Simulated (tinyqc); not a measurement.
Sheet resistance and Hall data of a diffused or implanted layer: one step, computed by the program tinyqc.

Carriers are taken equal to the net active doping down to the junction (full ionisation, which deep dopants in wide-gap hosts do not reach; no spill-over, no depletion), and the Hall factor is 1.

Task: Profile. N(x) = N_0 exp(-x^2/l^2), dose N_0 l sqrt(pi)/2, junction x_j = l sqrt(ln(N_0/N_B)). Mobility mu = mu_min + (mu_max - mu_min)/(1 + (N_t/N_ref)^alpha), N_t = active doping + N_B; carriers n = active doping - N_B, all dopants active. sigma = e n mu.

Inputs (values chosen for the exercise, modelled on nitrogen in 4H-SiC):

| quantity | value | unit |
|---|---|---|
| mu_min | 39.2 | cm^2/(V s) |
| mu_max | 971 | cm^2/(V s) |
| N_ref | 2e+17 | 1/cm^3 |
| exponent alpha | 0.62 | - |
| peak concentration N_0 | 1.8e+18 | 1/cm^3 |
| length scale l | 140 | nm |
| background doping N_B (opposite type) | 2e+14 | 1/cm^3 |

Profile: Gaussian at the surface. Activation: complete.

Constants: e = 1.602176634e-19 C.

Give: Depth, doping, carriers, mobility and conductivity at 2, 10, 20, 35, 50, 65, 80, 90 and 98 % of the layer.

Result:

Depth, doping, carriers, mobility and conductivity at 2, 10, 20, 35, 50, 65, 80, 90 and 98 % of the layer:

| x (nm) | N (1/cm^3) | n (1/cm^3) | mu (cm^2/(V s)) | sigma (S/cm) |
|---|---|---|---|---|
| 8.4 | 1.793e+18 | 1.793e+18 | 229.5 | 6.594e+01 |
| 42.2 | 1.643e+18 | 1.643e+18 | 237.8 | 6.261e+01 |
| 84.5 | 1.251e+18 | 1.250e+18 | 265.6 | 5.320e+01 |
| 147.9 | 5.900e+17 | 5.898e+17 | 354.4 | 3.349e+01 |
| 211.2 | 1.848e+17 | 1.846e+17 | 516.4 | 1.527e+01 |
| 274.6 | 3.842e+16 | 3.822e+16 | 724.0 | 4.434e+00 |
| 338.0 | 5.303e+15 | 5.103e+15 | 880.3 | 7.198e-01 |
| 380.2 | 1.128e+15 | 9.281e+14 | 931.2 | 1.385e-01 |
| 414.0 | 2.868e+14 | 8.683e+13 | 949.2 | 1.320e-02 |

The mobility varies by a factor 4.1 across these points and the conductivity by 4990.
